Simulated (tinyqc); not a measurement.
Resonant-tunnelling diode, transfer matrices and Tsu-Esaki current: effect of temperature at two biases.

Emitter (band edge 0), barrier d1, well Lw, barrier d2, collector (edge -V). The bias drops linearly over these layers and none in the contacts; each layer is cut into ns equal slices, flat at the value of their centres. E is the energy of motion across the layers, C = hbar^2/(2 m0), psi and psi'/m are continuous. Transport is coherent, T(E) is taken as independent of the transverse momentum, and charge in the well is ignored.

The current at V = 0.127 V and at V = 0.194 V, Ef held fixed. For the pair (psi, psi'/m) a flat layer has M = [[cos kd, (m/k) sin kd], [-(k/m) sin kd, cos kd]] with k = sqrt(m (E - U)/C) above its edge U, and M = [[cosh Kd, (m/K) sinh Kd], [(K/m) sinh Kd, cosh Kd]] with K = sqrt(m (U - E)/C) below it. Later slices stand to the left. With M acting on (psi, psi'/m) and v = k/m in each lead, T(E) = 4 vL vR/[(vL vR M12 - M21)^2 + (vR M11 + vL M22)^2]. J = J0 times the integral over E > 0 of T(E) N(E), N = ln[(1 + exp((Ef - E)/Vt))/(1 + exp((Ef - V - E)/Vt))], J0 = q^2 mw m0 kB T/(2 pi^2 hbar^3) (times 1e-4 for A/cm^2 per eV). The integral is converged to the digits shown.

Parameters, values chosen for the exercise; masses and offsets of a made-up heterostructure: mass in the well, spacer and contacts mw = 0.084 m0; barrier height U1 = 0.3 eV; barrier mass m1 = 0.11 m0; emitter barrier d1 = 1.5 nm; well width Lw = 5.1 nm; collector barrier d2 = 2.2 nm; slices in each layer ns = 3; Fermi energy of both contacts above their band edges Ef = 0.031 eV.

Constants: q = 1.602176634e-19 C, kB = 1.380649e-23 J/K, hbar = 1.054571817e-34 J s, m0 = 9.1093837015e-31 kg, Vt = kB T/q, hbar^2/(2 m0) = 0.0380998212 eV nm^2. Results are converted to the units shown.

Results:

| T (K) | J at 0.127 V (kA/cm^2) | J at 0.194 V (kA/cm^2) | ratio |
|---|---|---|---|
| 40 | 179.9 | 9.586 | 18.76 |
| 150 | 208.2 | 16.22 | 12.84 |
| 220 | 241.9 | 25.58 | 9.457 |
| 300 | 288.0 | 46.84 | 6.150 |
| 400 | 358.8 | 103.4 | 3.470 |

Estimate the missing row, T = 77 K.

Computed row:

| T (K) | J at 0.127 V (kA/cm^2) | J at 0.194 V (kA/cm^2) | ratio |
|---|---|---|---|
| 77 | 184.7 | 10.96 | 16.86 |

With this row back in the table: The first current rises from 180 to 359 kA/cm^2, the second rises from 9.59 to 103 kA/cm^2, and their ratio falls from 18.8 to 3.47. Heat lifts electrons to energies where the barriers transmit more, which raises the second current by a far larger factor than the first.

tinyqc, about 0.2 s, one thread, Intel Xeon 2.30GHz (shared host): `OMP_NUM_THREADS=1 python tinyqc.py 2600003 2600004 out.jsonl`
